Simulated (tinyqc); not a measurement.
Effective charge: two electrons on one impurity (helium-like model).

Units Ha* = 2 Ry m/eps^2 and a* = a0 eps/m. One electron is bound by Z^2/2. Two electrons in the singlet built from exp(-a r) and exp(-b r): S = 8 (ab)^(3/2)/(a + b)^3, h_aa = a^2/2 - Z a, h_bb alike, h_ab = S (ab/2 - Z (a + b)/2), J = ab (a^2 + 3ab + b^2)/(a + b)^3, K = 20 (ab)^3/(a + b)^5, E = (h_aa + h_bb + 2 S h_ab + J + K)/(1 + S^2). For a = b this is a^2 - 2 Z a + 5a/8. Real double donors are deeper, since the central cell is left out.

Values chosen for the exercise (out of a larger set: near those of impurities in cubic GaN; not measured data):
```
symbol  value                                       unit  meaning
m       0.2                                         m0    one mean mass
eps     9.8                                               dielectric constant
Zs      (0.99, 1.04, 1.12, 1.59, 2.15, 2.95, 3.74)        charges
```

Ha* = 56.6668 meV

Binding of the first electron, of the second (-E - Z^2/2) with equal and with unequal orbitals, and U, the first less the second (unequal).

Results (meV):
```
Z     first  second, equal  second, unequal   a/b      U  U/(Z Ha*)
0.99   27.8          -1.76             0.58  3.79   27.2      0.485
1.04   30.6          -0.65             1.54  3.32   29.1      0.494
1.12   35.5           1.41             3.46  2.90   32.1      0.506
1.59   71.6          20.85            22.55  2.08   49.1      0.545
2.15  131.0          60.36            61.92  1.78   69.1      0.567
2.95  246.6         147.63           149.11  1.59   97.5      0.583
3.74  396.3         269.39           270.83  1.49  125.5      0.592
```

What does the comparison show, and why?

Equal orbitals bind a second electron only above Z = (5/16)/(1 - 1/sqrt2) = 1.067; unequal ones do so in 7 of the 7 rows. Their gain is 2.33 meV in the first row and 1.44 in the last, while the second binding grows to 271 meV, so the gain decides the matter only near Z = 1. U grows almost linearly with Z: U/(Z Ha*) goes from 0.485 to 0.592, towards 5/8, while the first binding grows as Z^2. Angular correlation is left out: at Z = 1 this function binds the second electron by 0.0133 Ha*, half the exact 0.0278.

Computed by tinyqc, a small Python program: `OMP_NUM_THREADS=1 python tinyqc.py 1251097 1251098 out.jsonl` (the numbers bound the seed that draws the inputs); one thread of a shared host (Intel(R) Xeon(R) Processor @ 2.30GHz), about 0.03 s for the whole set of steps.
